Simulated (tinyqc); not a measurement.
Quantum limit of the contact resistance of a three-dimensional channel: one step of the calculation.

Parabolic band with gv valleys, C = hbar^2/(2 m0), eta = (EF - Ec)/(kB T). Landauer picture: each mode conducts 2 q^2/h, and the contacts and the channel add incoherently in series, 1/Tt - 1 = 2 (1/tc - 1) + L/lam for the total transmission Tt.

Problem. Resistances. RQ = (h/2q^2)/M for the whole device, R = RQ/Tt; the part of one contact is Rc = RQ (1/tc - 1/2) and the channel adds RQ L/lam.

Parameters, values chosen for the exercise:
- tc = 0.87 (transmission of each contact)
- lam = 9.8 nm (back-scattering length of the channel)
- L = 94 nm (channel length)

Constants: q = 1.602176634e-19 C, h = 6.62607015e-34 J s. Results are converted to the units shown.

M = 9.6075857e11 cm^-2

Wanted: RQ; Rc; channel; R; Tt.

Solution.

RQ = 1.343e-8 ohm cm^2
Rc = 8.724e-9 ohm cm^2
channel = 1.289e-7 ohm cm^2
R = 1.463e-7 ohm cm^2
Tt = 0.09182

The two contacts make up 11.9 % of R.

Numbers from tinyqc (`OMP_NUM_THREADS=1 python tinyqc.py 2760134 2760135 out.jsonl`; about 0.02 s on one thread of a shared Intel Xeon 2.30GHz).
